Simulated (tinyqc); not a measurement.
From results to parameters: diatomic chain. Computed by the program tinyqc.

Problem. A chain of two alternating masses has one spring constant k; at the zone edge omega^2 = 2k/M and 2k/m, and wavenumber = 521.4708 sqrt(omega^2) with omega^2 in eV/(angstrom^2 u). Find k, the heavier mass and the optical wavenumber at q = 0.

wavenumbers at the zone edge (cm^-1): 227.359898  457.484076
lighter mass = 36.900000 u

Solution. The upper value gives k = m omega^2/2, the ratio of the squares gives M/m, and at q = 0 omega^2 = 2k (1/m + 1/M), the sum of the two.

k = 14.200 eV/angstrom^2
heavier mass = 149.400 u
optical wavenumber at q = 0 = 510.866 cm^-1
